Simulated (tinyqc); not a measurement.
Worked calculation: CCSD on RHF in the sto-6g basis, for H6, spin multiplicity 1. One step of it, computed by the program tinyqc.

Question. Integrals over molecular orbitals. (pq|rs) = sum C_ip C_jq C_kr C_ls (ij|kl), one index at a time.

coefficients C:
```
            MO1        MO2        MO3        MO4        MO5        MO6
1H 1s  0.193595   0.368929  -0.381022  -0.651364  -0.832127  -0.568560
2H 1s  0.256288   0.398107  -0.291429   0.463827   0.923851   0.840711
3H 1s  0.361785   0.071979   0.430442   0.681108  -0.237283  -1.145617
4H 1s  0.361994  -0.071635   0.430292  -0.680913  -0.236435   1.146353
5H 1s  0.256954  -0.397438  -0.291780  -0.464017   0.922831  -0.842391
6H 1s  0.194076  -0.368288  -0.381445   0.651735  -0.831185   0.569609
```

core Hamiltonian H = T + V (hartree), lower triangle:
```
           1H 1s      2H 1s      3H 1s      4H 1s      5H 1s      6H 1s
1H 1s  -1.813255
2H 1s  -1.462046  -2.106105
3H 1s  -0.315359  -0.948100  -2.266563
4H 1s  -0.089665  -0.328685  -1.647653  -2.266826
5H 1s  -0.009477  -0.041114  -0.329247  -0.949494  -2.106573
6H 1s  -0.001952  -0.009477  -0.089833  -0.315907  -1.462242  -1.813460
```

Two-electron integrals (ij|kl) in chemists' order, unique and non-zero (hartree):
```
(11|11) 0.774999   (21|11) 0.428571   (21|21) 0.279102   (22|11) 0.559503
(22|21) 0.428571   (22|22) 0.774999   (31|11) 0.058096   (31|21) 0.041795
(31|22) 0.072513   (31|31) 0.007871   (32|11) 0.144694   (32|21) 0.115435
(32|22) 0.223430   (32|31) 0.025303   (32|32) 0.088859   (33|11) 0.266521
(33|21) 0.211202   (33|22) 0.415145   (33|31) 0.058096   (33|32) 0.223430
(33|33) 0.774999   (41|11) 0.013165   (41|21) 0.009586   (41|22) 0.016888
(41|31) 0.001948   (41|32) 0.006488   (41|33) 0.016888   (41|41) 0.000512
(42|11) 0.038652   (42|21) 0.030359   (42|22) 0.058096   (42|31) 0.007073
(42|32) 0.025303   (42|33) 0.072513   (42|41) 0.001948   (42|42) 0.007871
(43|11) 0.144288   (43|21) 0.110978   (43|22) 0.211202   (43|31) 0.030359
(43|32) 0.115435   (43|33) 0.428571   (43|41) 0.009586   (43|42) 0.041795
(43|43) 0.279102   (44|11) 0.192666   (44|21) 0.144288   (44|22) 0.266521
(44|31) 0.038652   (44|32) 0.144694   (44|33) 0.559503   (44|41) 0.013165
(44|42) 0.058096   (44|43) 0.428571   (44|44) 0.774999   (51|11) 0.001061
(51|21) 0.000781   (51|22) 0.001393   (51|31) 0.000168   (51|32) 0.000573
(51|33) 0.001613   (51|41) 0.000047   (51|42) 0.000184   (51|43) 0.001002
(51|44) 0.001524   (51|51) 4.71e-06   (52|11) 0.003764   (52|21) 0.002888
(52|22) 0.005411   (52|31) 0.000688   (52|32) 0.002457   (52|33) 0.007480
(52|41) 0.000200   (52|42) 0.000822   (52|43) 0.004780   (52|44) 0.007479
(52|51) 0.000021   (52|52) 0.000098   (53|11) 0.022695   (53|21) 0.016898
(53|22) 0.031001   (53|31) 0.004383   (53|32) 0.016139   (53|33) 0.058205
(53|41) 0.001424   (53|42) 0.006130   (53|43) 0.041872   (53|44) 0.072644
(53|51) 0.000169   (53|52) 0.000824   (53|53) 0.007898   (54|11) 0.060874
(54|21) 0.044329   (54|22) 0.079273   (54|31) 0.011134   (54|32) 0.040167
(54|33) 0.144924   (54|41) 0.003749   (54|42) 0.016134   (54|43) 0.115620
(54|44) 0.223790   (54|51) 0.000492   (54|52) 0.002460   (54|53) 0.025382
(54|54) 0.089113   (55|11) 0.133799   (55|21) 0.095277   (55|22) 0.166036
(55|31) 0.022663   (55|32) 0.079187   (55|33) 0.266653   (55|41) 0.007395
(55|42) 0.030960   (55|43) 0.211324   (55|44) 0.415419   (55|51) 0.001061
(55|52) 0.005411   (55|53) 0.058205   (55|54) 0.223790   (55|55) 0.774999
(61|11) 0.000182   (61|21) 0.000135   (61|22) 0.000244   (61|31) 0.000030
(61|32) 0.000105   (61|33) 0.000308   (61|41) 0.000009   (61|42) 0.000035
(61|43) 0.000197   (61|44) 0.000308   (61|51) 9.15e-07   (61|52) 4.18e-06
(61|53) 0.000035   (61|54) 0.000106   (61|55) 0.000244   (61|61) 1.82e-07
(62|11) 0.000754   (62|21) 0.000572   (62|22) 0.001061   (62|31) 0.000138
(62|32) 0.000491   (62|33) 0.001524   (62|41) 0.000041   (62|42) 0.000168
(62|43) 0.001002   (62|44) 0.001613   (62|51) 4.48e-06   (62|52) 0.000021
(62|53) 0.000185   (62|54) 0.000574   (62|55) 0.001393   (62|61) 9.15e-07
(62|62) 4.71e-06   (63|11) 0.005587   (63|21) 0.004102   (63|22) 0.007407
(63|31) 0.001035   (63|32) 0.003750   (63|33) 0.013191   (63|41) 0.000334
(63|42) 0.001424   (63|43) 0.009605   (63|44) 0.016921   (63|51) 0.000041
(63|52) 0.000201   (63|53) 0.001955   (63|54) 0.006509   (63|55) 0.016921
(63|61) 0.000009   (63|62) 0.000047   (63|63) 0.000514   (64|11) 0.017880
(64|21) 0.012865   (64|22) 0.022695   (64|31) 0.003139   (64|32) 0.011137
(64|33) 0.038723   (64|41) 0.001035   (64|42) 0.004383   (64|43) 0.030415
(64|44) 0.058205   (64|51) 0.000138   (64|52) 0.000689   (64|53) 0.007097
(64|54) 0.025382   (64|55) 0.072644   (64|61) 0.000030   (64|62) 0.000169
(64|63) 0.001955   (64|64) 0.007898   (65|11) 0.078355   (65|21) 0.055265
(65|22) 0.095277   (65|31) 0.012847   (65|32) 0.044279   (65|33) 0.144349
(65|41) 0.004095   (65|42) 0.016875   (65|43) 0.111033   (65|44) 0.211324
(65|51) 0.000572   (65|52) 0.002888   (65|53) 0.030415   (65|54) 0.115620
(65|55) 0.428571   (65|61) 0.000135   (65|62) 0.000781   (65|63) 0.009605
(65|64) 0.041872   (65|65) 0.279102   (66|11) 0.112043   (66|21) 0.078355
(66|22) 0.133799   (66|31) 0.017854   (66|32) 0.060805   (66|33) 0.192736
(66|41) 0.005578   (66|42) 0.022663   (66|43) 0.144349   (66|44) 0.266653
(66|51) 0.000754   (66|52) 0.003764   (66|53) 0.038723   (66|54) 0.144924
(66|55) 0.559503   (66|61) 0.000182   (66|62) 0.001061   (66|63) 0.013191
(66|64) 0.058205   (66|65) 0.428571   (66|66) 0.774999
```

Give: one-electron integrals over orbitals h = C^T H C; Two-electron integrals over orbitals.

Answer.

one-electron integrals over orbitals h = C^T H C (hartree), lower triangle:
```
         1        2        3        4        5        6
1  -2.3257
2   0.0001  -2.0989
3  -0.1436  -0.0002  -2.0898
4   0.0002  -0.1659  -0.0001  -1.6271
5  -0.0773  -0.0001   0.1506   0.0002  -1.2934
6   0.0000  -0.0649  -0.0002   0.1568   0.0000  -1.1398
```

Two-electron integrals over orbitals (pq|rs), unique and non-zero (hartree):
```
(11|11) 0.4236      (21|11) -2.21e-04   (21|21) 0.1299      (22|11) 0.3364
(22|21) 2.91e-04    (22|22) 0.3999      (31|11) 0.0832      (31|21) 1.95e-04
(31|22) -0.0570     (31|31) 0.1314      (32|11) 2.74e-04    (32|21) -0.1275
(32|22) -3.66e-04   (32|31) -8.58e-05   (32|32) 0.1462      (33|11) 0.3986
(33|21) -1.08e-04   (33|22) 0.3547      (33|31) 0.0469      (33|32) 1.65e-04
(33|33) 0.4004      (41|11) -1.43e-04   (41|21) 0.0357      (41|22) 3.93e-05
(41|31) -2.00e-05   (41|32) 0.0025      (41|33) -3.67e-06   (41|41) 0.0801
(42|11) 0.0559      (42|21) 2.78e-05    (42|22) -0.0030     (42|31) 0.0492
(42|32) 4.30e-05    (42|33) 0.0164      (42|41) -1.77e-05   (42|42) 0.0695
(43|11) -5.61e-05   (43|21) 0.0604      (43|22) 1.29e-04    (43|31) 1.38e-04
(43|32) -0.0600     (43|33) -3.08e-05   (43|41) 0.0152      (43|42) 4.74e-05
(43|43) 0.0735      (44|11) 0.3959      (44|21) -5.59e-05   (44|22) 0.3539
(44|31) 0.0417      (44|32) 9.65e-05    (44|33) 0.3871      (44|41) -2.95e-05
(44|42) 0.0256      (44|43) -5.35e-06   (44|44) 0.4019      (51|11) 0.0088
(51|21) -3.81e-05   (51|22) 0.0267      (51|31) -0.0223     (51|32) -5.43e-06
(51|33) -0.0089     (51|41) -9.61e-05   (51|42) 0.0387      (51|43) 9.54e-06
(51|44) 0.0018      (51|51) 0.0474      (52|11) -7.85e-06   (52|21) 0.0213
(52|22) 7.06e-05    (52|31) -3.00e-07   (52|32) 0.0044      (52|33) 1.48e-05
(52|41) 0.0553      (52|42) 1.40e-04    (52|43) -0.0375     (52|44) 1.63e-05
(52|51) 4.67e-05    (52|52) 0.0870      (53|11) -0.0650     (53|21) -3.14e-05
(53|22) -0.0033     (53|31) -0.0543     (53|32) -2.73e-05   (53|33) -0.0318
(53|41) 3.62e-05    (53|42) -0.0658     (53|43) -7.21e-05   (53|44) -0.0267
(53|51) -0.0330     (53|52) -9.83e-05   (53|53) 0.0710      (54|11) -2.86e-04
(54|21) 0.1282      (54|22) 3.53e-04    (54|31) 8.11e-05    (54|32) -0.1397
(54|33) -1.68e-04   (54|41) 0.0074      (54|42) -3.54e-05   (54|43) 0.0616
(54|44) -1.09e-04   (54|51) 2.93e-06    (54|52) -0.0013     (54|53) 2.74e-05
(54|54) 0.1509      (55|11) 0.3517      (55|21) 1.83e-04    (55|22) 0.4029
(55|31) -0.0453     (55|32) -2.41e-04   (55|33) 0.3666      (55|41) 2.13e-05
(55|42) 0.0028      (55|43) 8.61e-05    (55|44) 0.3759      (55|51) 0.0270
(55|52) 6.41e-05    (55|53) -0.0069     (55|54) 2.50e-04    (55|55) 0.4282
(61|11) 1.41e-05    (61|21) -0.0020     (61|22) -3.99e-05   (61|31) 6.36e-05
(61|32) -0.0132     (61|33) -2.82e-06   (61|41) -0.0289     (61|42) -4.78e-05
(61|43) -0.0496     (61|44) 2.16e-06    (61|51) -5.70e-05   (61|52) 0.0299
(61|53) 5.90e-05    (61|54) 0.0099      (61|55) -4.59e-05   (61|61) 0.0652
(62|11) 0.0153      (62|21) -2.11e-05   (62|22) 0.0327      (62|31) -0.0198
(62|32) -1.07e-05   (62|33) 0.0033      (62|41) -6.43e-05   (62|42) 0.0352
(62|43) -1.88e-06   (62|44) 0.0016      (62|51) 0.0431      (62|52) 8.29e-05
(62|53) -0.0370     (62|54) 9.00e-06    (62|55) 0.0318      (62|61) -4.50e-05
(62|62) 0.0455      (63|11) 1.46e-04    (63|21) -0.0403     (63|22) -4.22e-05
(63|31) -1.27e-06   (63|32) 0.0070      (63|33) 2.33e-05    (63|41) -0.0767
(63|42) 7.67e-06    (63|43) -0.0185     (63|44) 1.84e-05    (63|51) 9.10e-05
(63|52) -0.0551     (63|53) -3.32e-05   (63|54) -0.0071     (63|55) -2.28e-05
(63|61) 0.0290      (63|62) 7.00e-05    (63|63) 0.0829      (64|11) -0.0849
(64|21) -1.34e-04   (64|22) 0.0488      (64|31) -0.1251     (64|32) 2.47e-05
(64|33) -0.0484     (64|41) 2.70e-05    (64|42) -0.0511     (64|43) -1.13e-04
(64|44) -0.0471     (64|51) 0.0189      (64|52) 2.94e-08    (64|53) 0.0546
(64|54) -2.70e-05   (64|55) 0.0488      (64|61) -5.71e-05   (64|62) 0.0188
(64|63) -1.14e-05   (64|64) 0.1351      (65|11) -2.18e-04   (65|21) 0.1318
(65|22) 3.03e-04    (65|31) 1.98e-04    (65|32) -0.1311     (65|33) -1.04e-04
(65|41) 0.0367      (65|42) 2.81e-05    (65|43) 0.0637      (65|44) -5.15e-05
(65|51) -4.06e-05   (65|52) 0.0222      (65|53) -3.47e-05   (65|54) 0.1380
(65|55) 2.07e-04    (65|61) -0.0032     (65|62) -2.26e-05   (65|63) -0.0447
(65|64) -1.53e-04   (65|65) 0.1481      (66|11) 0.4537      (66|21) -1.77e-04
(66|22) 0.3593      (66|31) 0.0916      (66|32) 2.41e-04    (66|33) 0.4298
(66|41) -1.39e-04   (66|42) 0.0629      (66|43) -3.28e-05   (66|44) 0.4348
(66|51) 0.0101      (66|52) 3.92e-06    (66|53) -0.0744     (66|54) -2.62e-04
(66|55) 0.3867      (66|61) 1.55e-05    (66|62) 0.0181      (66|63) 1.49e-04
(66|64) -0.1006     (66|65) -1.89e-04   (66|66) 0.5149
```
